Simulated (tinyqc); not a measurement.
Worked calculation: thermal and gravitational stress in a wafer during furnace and rapid thermal processing, and the onset of slip. Computed by tinyqc, a small Python program that keeps every step. Command: `OMP_NUM_THREADS=1 python tinyqc.py 3020318 3020319 out.jsonl slip walk`. One thread of a shared host (Intel(R) Xeon(R) Processor @ 2.30GHz), about 0.01 s of CPU time with the checks. Intermediate numbers are printed to about 5 digits and carried at full precision; extremes and crossings named in words are read from the listed rows.

A thin free disc in plane stress, isotropic; T(r) = T_centre + dT (r/R)^n. Stress is positive in tension; sigma_SB = 5.670374419e-8 W/(m^2 K^4), g = 9.80665 m/s^2.

Inputs (values chosen for the exercise, for a model wafer): wafer radius R = 100 mm; thickness t = 725 micrometre; Young's modulus E = 149 GPa; Poisson ratio nu = 0.24; expansion alpha = 4.35 1e-6/K; edge less centre temperature dT = 15 K; exponent n of the profile = 4; temperature T = 1150 K; prefactor A of the critical stress = 0.00019 MPa; energy U of the critical stress = 1.04 eV; density rho = 2330 kg/m^3; heat capacity c = 962 J/(kg K); conductivity k = 28.2 W/(m K); wafer spacing s = 13 mm; ramp rate = 3.3 K/min; radius of the support ring over R = 0.55.

Temperature profile: edge zone, power law.

Constants: k_B = 8.617333262e-05 eV/K.

## Thermal stress

With x = r/R: s_rr = alpha E dT (1 - x^n)/(n + 2), s_tt = alpha E dT [1 - (n + 1) x^n]/(n + 2).

Temperature and stresses at r/R = 0, 0.3, 0.5, 0.7, 0.8, 0.9, 0.95, 1:
```
r/R   T - T_centre (K)  s_rr (MPa)  s_tt (MPa)
0.00             0.000      1.6204      1.6204
0.30             0.121      1.6072      1.5547
0.50             0.938      1.5191      1.1140
0.70             3.602      1.2313     -0.3249
0.80             6.144      0.9567     -1.6982
0.90             9.841      0.5572     -3.6953
0.95            12.218      0.3006     -4.9787
1.00            15.000      0.0000     -6.4815
```

hoop stress at the edge = -6.4815 MPa

r/R where s_tt = 0 = 0.66874

The hot edge is squeezed; the edge stress is n times that at the centre in size.

## Resolved stress round the edge

At the edge the stress is uniaxial along the tangent d = (cos phi, sin phi, 0) of a (001) wafer; the Schmid factor is the largest |(d.n)(d.b)| over the twelve {111}<110> systems.

Schmid factor and resolved stress at phi = 0, 7.5, 15, 22.5, 30, 37.5 and 45 degrees from [100]:
```
phi from [100] (degrees)  Schmid factor  resolved stress (MPa)
0.0                             0.40825                 2.6461
7.5                             0.45412                 2.9434
15.0                            0.48296                 3.1303
22.5                            0.49280                 3.1941
30.0                            0.48296                 3.1303
37.5                            0.45412                 2.9434
45.0                            0.40825                 2.6461
```

The factor is 1/sqrt(6) = 0.408 along <100> and <110> and peaks at 0.4928 at 22.5 degrees, so slip, if any, starts at eight places between these directions.

## Slip criterion

Critical resolved stress tau_c = A exp(U/(k_B T)), a form chosen for the exercise; slip when 0.492799 |s_tt(R)| > tau_c; allowed |dT| = tau_c (n + 2)/(0.492799 n alpha E).

critical stress tau_c = 6.8622 MPa

resolved over critical stress = 0.46546

allowed |dT| = 32.226 K

No slip; the margin is a factor 2.1.

## Ramp rate in a batch furnace

In a stack heated from the rim, heat flows inward by conduction and by radiation between wafers: k_eff = k + (16/3) sigma_SB T^3 s^2/t (a diffusion estimate with the spacing as path length). A steady ramp gives the parabolic lag dT = rho c (ramp) R^2/(4 k_eff); the allowed ramp uses n = 2.

k_eff = 135.41 W/(m K)

lag of the centre = 2.2760 K

allowed ramp rate = 62.301 K/min

Radiation carries 79 % of the inward flow. The ramp is 0.05 of the allowed one.

## Gravity

Own weight q = rho g t on a ring of radius b R, x = r/R: moments of an edge-supported plate, M_r = q R^2 (3 + nu)(1 - x^2)/16 and M_t = q R^2 [(3 + nu) - (1 + 3 nu) x^2]/16, less the uniform moment inside the ring load, q R^2 [(1 - nu)(1 - b^2) - 2 (1 + nu) ln b]/8; stress at the lower face = 6 M/t^2.

stress at the centre = -0.092833 MPa

radial stress at the ring = -0.20867 MPa

hoop stress at the ring = -0.15433 MPa

The largest of these is 0.015 tau_c when halved for shear. Point supports give far higher local stress than a ring.

## Position of the support ring

The formulas are those given above.

Stress at the lower face (MPa):
```
b       centre  radial at ring  hoop at ring  largest in size
0.40  -0.30511        -0.36638      -0.33764          0.36638
0.50  -0.15814        -0.25387      -0.20896          0.25387
0.60  -0.03150        -0.16935      -0.10468          0.16935
0.65   0.02665        -0.13513      -0.05923          0.13513
0.70   0.08222        -0.10541      -0.01739          0.10541
0.75   0.13569        -0.07971       0.02134          0.13569
0.80   0.18745        -0.05763       0.05735          0.18745
0.90   0.28703        -0.02314       0.12237          0.28703
1.00   0.38293         0.00000       0.17964          0.38293
```

Among these rows the largest stress is least, 0.105 MPa, for a ring at 0.7 R, 3.6 times below edge support: the overhang balances the sag of the centre. All values scale as R^2/t.

## Limits against temperature

The formulas are those given above.

For the parabolic profile:
```
T (K)  tau_c (MPa)  allowed |dT| (K)  k_eff (W/(m K))  allowed ramp (K/min)
1050        18.644            116.74           109.81                137.26
1125         8.665             54.25           128.57                 74.69
1200         4.432             27.75           150.02                 44.57
1275         2.453             15.36           174.31                 28.66
1350         1.450              9.08           201.64                 19.60
1425         0.906              5.67           232.19                 14.10
1500         0.593              3.71           266.12                 10.58
```

From 1050 to 1500 K the allowed difference falls 31 times and the allowed ramp 13 times; radiation, which grows as T^3, gives back a factor 2.42. Ramps must slow as the wafer gets hotter.

Checks made by the program: force balance: the hoop stress integrates to zero (added to the edge stress) (relative difference below 1e-10).
